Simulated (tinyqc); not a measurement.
Changing the C44: anisotropic elasticity and sound waves of a cubic crystal. Computed by tinyqc, a small Python program. Command: `OMP_NUM_THREADS=1 python tinyqc.py 3027061 3027062 out.jsonl cubicelastic sweep`. One thread of a shared host (Intel(R) Xeon(R) Processor @ 2.30GHz), about 0.01 s of CPU time with the checks.

Voigt order 1..6 = xx, yy, zz, yz, xz, xy, with engineering shear strains. The rotated frame has x' as named, z' along the wafer normal and y' = z' x x'.

Inputs (values chosen for the exercise, modelled on germanium):

| quantity | value | unit |
|---|---|---|
| C11 | 129.5 | GPa |
| C12 | 48.87 | GPa |
| expansion coefficient of the film | 5.9 | ppm/K |
| expansion coefficient of the substrate | 2.6 | ppm/K |
| cooling Delta T | 380 | K |

Frame: (110) wafer, x' along [001].

direction cosines a (rows x', y', z' in the cube axes):
```
           x          y         z
x'  0.000000   0.000000  1.000000
y'  0.707107  -0.707107  0.000000
z'  0.707107   0.707107  0.000000
```

Method:
- S11 = (C11 + C12)/D, S12 = -C12/D, D = (C11 - C12)(C11 + 2 C12), S44 = 1/C44. Zener ratio A = 2 C44/(C11 - C12); S0 = S11 - S12 - S44/2; H = 2 C44 + C12 - C11.
- C'_ijkl = C12 delta_ij delta_kl + C44 (delta_ik delta_jl + delta_il delta_jk) - H sum_m a_im a_jm a_km a_lm.
- Invert C' to S'. E along x' = 1/S'11, along y' = 1/S'22; Poisson ratios nu(x'y') = -S'12/S'11 and nu(x'z') = -S'13/S'11; in-plane shear modulus 1/S'66.
- On cooling, a thick substrate imposes eps_1 = eps_2 = (alpha_film - alpha_substrate) Delta T and eps_6 = 0; the free surface sets sigma_3 = sigma_4 = sigma_5 = 0, which fixes eps_3, eps_4, eps_5. Biaxial modulus M = (sigma_1 + sigma_2)/(2 eps); energy density M eps^2. Elastic response and constant coefficients are assumed.

One run for each value:

| C44 (GPa) | Zener ratio A | E along x' (GPa) | E along y' (GPa) | biaxial modulus M (GPa) | nu(x'y') | nu(x'z') |
|---|---|---|---|---|---|---|
| 12.1 | 0.3001 | 102.72 | 41.33 | 85.95 | 0.27398 | 0.27398 |
| 16.9 | 0.4192 | 102.72 | 54.56 | 97.48 | 0.27398 | 0.27398 |
| 23.7 | 0.5879 | 102.72 | 71.01 | 112.14 | 0.27398 | 0.27398 |
| 33.1 | 0.8210 | 102.72 | 90.20 | 129.72 | 0.27398 | 0.27398 |
| 46.3 | 1.1485 | 102.72 | 111.94 | 150.29 | 0.27398 | 0.27398 |
| 64.8 | 1.6073 | 102.72 | 135.28 | 173.19 | 0.27398 | 0.27398 |
| 90.6 | 2.2473 | 102.72 | 158.90 | 197.25 | 0.27398 | 0.27398 |
| 127.0 | 3.1502 | 102.72 | 181.74 | 221.43 | 0.27398 | 0.27398 |
| 177.0 | 4.3904 | 102.72 | 202.17 | 243.86 | 0.27398 | 0.27398 |

What does the table show, and why?

Over the rows, Zener ratio A rises from 0.300 to 4.39 (exponent d ln y / d ln x about 1.0 throughout); E along x' (GPa) does not change; E along y' (GPa) rises from 41.3 to 202 (exponent d ln y / d ln x 0.83 between the first rows and 0.32 between the last); biaxial modulus M (GPa) rises from 85.9 to 244 (exponent d ln y / d ln x 0.38 between the first rows and 0.29 between the last). The exponent of E along x' stays at 0: a pull along a cube axis causes no C44 shear. The crystal is isotropic at C44 = (C11 - C12)/2 = 40.3 GPa.

Caution (rows 64.8, 90.6, 127, 177): the thermal stress of this film exceeds 200 MPa, which can relax by slip, cracking or buckling in a real film.
